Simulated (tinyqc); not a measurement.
Worked calculation: sp3 tight binding, zinc-blende lattice. Computed by tinyqc, a small Python program that keeps every step. Command: `OMP_NUM_THREADS=1 python tinyqc.py 22090 22091 out.jsonl` (the two numbers bound the seeds that draw the settings). One thread of a shared host (Intel(R) Xeon(R) Processor @ 2.60GHz), about 0.01 s of CPU time with the checks.

## Bloch Hamiltonian at k

Parameters chosen for this model: zinc-blende lattice, anion at 0, cation at a/4 (1,1,1); V = eta hbar^2 / (m d^2), hbar^2/m = 7.619964 eV angstrom^2:
```
parameter          value      unit
a               5.680000  angstrom
d               2.459512  angstrom
Es anion      -17.120000        eV
Ep anion       -8.370000        eV
Es cation     -10.750000        eV
Ep cation      -5.050000        eV
eta ss         -1.400000
eta sp          1.840000
eta pp sigma    3.240000
eta pp pi      -0.810000
V ss           -1.763531        eV
V sp            2.317783        eV
V pp sigma      4.081314        eV
V pp pi        -1.020328        eV
```

k point k (2 pi / a): 0.130000  0.290000  -0.610000

Slater-Koster rules over the four bonds with direction cosines (l, m, n): ss V_ss; s-px l V_sp; px-s -l V_sp; px-px l^2 V_pps + (1 - l^2) V_ppp; px-py l m (V_pps - V_ppp); each times exp(i k.d).

H(k) at k (eV):
```
                      a s                 a px                 a py                a pz
a s            -17.120000             0.000000             0.000000            0.000000
a px             0.000000            -8.370000             0.000000            0.000000
a py             0.000000             0.000000            -8.370000            0.000000
a pz             0.000000             0.000000             0.000000           -8.370000
c s   -3.566860+0.514884i  -1.886597+0.560498i  -0.797509+1.325922i  0.274585-3.851023i
c px   1.886597-0.560498i   1.375789-0.198598i  -0.348943+4.893873i  1.013472-1.684980i
c py   0.797509-1.325922i  -0.348943+4.893873i   1.375789-0.198598i  2.397484-0.712280i
c pz  -0.274585+3.851023i   1.013472-1.684980i   2.397484-0.712280i  1.375789-0.198598i

                      c s                 c px                 c py                 c pz
a s   -3.566860-0.514884i   1.886597+0.560498i   0.797509+1.325922i  -0.274585-3.851023i
a px  -1.886597-0.560498i   1.375789+0.198598i  -0.348943-4.893873i   1.013472+1.684980i
a py  -0.797509-1.325922i  -0.348943-4.893873i   1.375789+0.198598i   2.397484+0.712280i
a pz   0.274585+3.851023i   1.013472+1.684980i   2.397484+0.712280i   1.375789+0.198598i
c s            -10.750000             0.000000             0.000000             0.000000
c px             0.000000            -5.050000             0.000000             0.000000
c py             0.000000             0.000000            -5.050000             0.000000
c pz             0.000000             0.000000             0.000000            -5.050000
```

## Levels at k

Diagonalise the Hermitian matrix.

eigenvalues (eV): -20.076349  -14.370316  -12.793660  -12.170222  -4.999196  -2.659810  -0.968049  -0.092397

weights |c|^2 of the basis functions:
```
        band 1    band 2    band 3    band 4    band 5    band 6    band 7    band 8
a s   0.767436  0.057809  0.008971  0.010952  0.104615  0.040651  0.002159  0.007406
a px  0.000183  0.119631  0.432598  0.038756  0.087646  0.022627  0.131409  0.167150
a py  0.001728  0.152117  0.108025  0.367090  0.011857  0.006686  0.217109  0.135388
a pz  0.011648  0.194964  0.072572  0.222559  0.233064  0.196228  0.004528  0.064436
c s   0.151457  0.314061  0.044220  0.041051  0.414113  0.021363  0.002822  0.010913
c px  0.008693  0.092760  0.154156  0.059594  0.064127  0.097807  0.246607  0.276256
c py  0.009499  0.045563  0.136102  0.161336  0.008941  0.022186  0.387318  0.229056
c pz  0.049355  0.023094  0.043355  0.098663  0.075637  0.592451  0.008048  0.109395
```

## Bloch Hamiltonian at X

k point X (2 pi / a): 1  0  0

As before.

H(k) at X (eV):
```
                     a s                a px                a py                a pz
a s           -17.120000            0.000000            0.000000            0.000000
a px            0.000000           -8.370000            0.000000            0.000000
a py            0.000000            0.000000           -8.370000            0.000000
a pz            0.000000            0.000000            0.000000           -8.370000
c s             0.000000  0.000000+5.352691i            0.000000            0.000000
c px  0.000000-5.352691i            0.000000            0.000000            0.000000
c py            0.000000            0.000000            0.000000  0.000000-6.802190i
c pz            0.000000            0.000000  0.000000-6.802190i            0.000000

                     c s                c px                c py                c pz
a s             0.000000  0.000000+5.352691i            0.000000            0.000000
a px  0.000000-5.352691i            0.000000            0.000000            0.000000
a py            0.000000            0.000000            0.000000  0.000000+6.802190i
a pz            0.000000            0.000000  0.000000+6.802190i            0.000000
c s           -10.750000            0.000000            0.000000            0.000000
c px            0.000000           -5.050000            0.000000            0.000000
c py            0.000000            0.000000           -5.050000            0.000000
c pz            0.000000            0.000000            0.000000           -5.050000
```

## Levels at X

As before.

eigenvalues (eV): -19.151754  -15.043375  -13.711813  -13.711813  -4.076625  -3.018246  0.291813  0.291813

## Bands along a path

The same steps at evenly spaced points between the labelled ones.

Bands along the path (eV):
```
k             band 1      band 2      band 3      band 4     band 5     band 6     band 7     band 8
L         -19.922199  -15.528385  -11.752598  -11.752598  -6.018232  -1.667402  -1.667402   0.178816
L-G 0.33  -20.523360  -14.273312  -11.358713  -11.358713  -5.922990  -2.061287  -2.061287  -0.570337
L-G 0.67  -21.349668  -11.686424  -10.448452  -10.448452  -5.863701  -2.971548  -2.971548  -2.390207
G         -21.674824   -9.897282   -9.897282   -9.897282  -6.195176  -3.522718  -3.522718  -3.522718
G-X 0.33  -21.236818  -11.277364  -11.168186  -11.168186  -5.368838  -3.406980  -2.251814  -2.251814
G-X 0.67  -20.075727  -13.650041  -12.979667  -12.979667  -4.408564  -3.155668  -0.440333  -0.440333
X         -19.151754  -15.043375  -13.711813  -13.711813  -4.076625  -3.018246   0.291813   0.291813
X-W 0.33  -19.151754  -15.043375  -13.711813  -13.711813  -4.076625  -3.018246   0.291813   0.291813
X-W 0.67  -19.151754  -15.043375  -13.711813  -13.711813  -4.076625  -3.018246   0.291813   0.291813
W         -19.151754  -15.043375  -13.711813  -13.711813  -4.076625  -3.018246   0.291813   0.291813
```

With 4 band(s) filled, the highest filled level on these points lies at G and the lowest empty one at G: a gap of 3.7021 eV, direct.
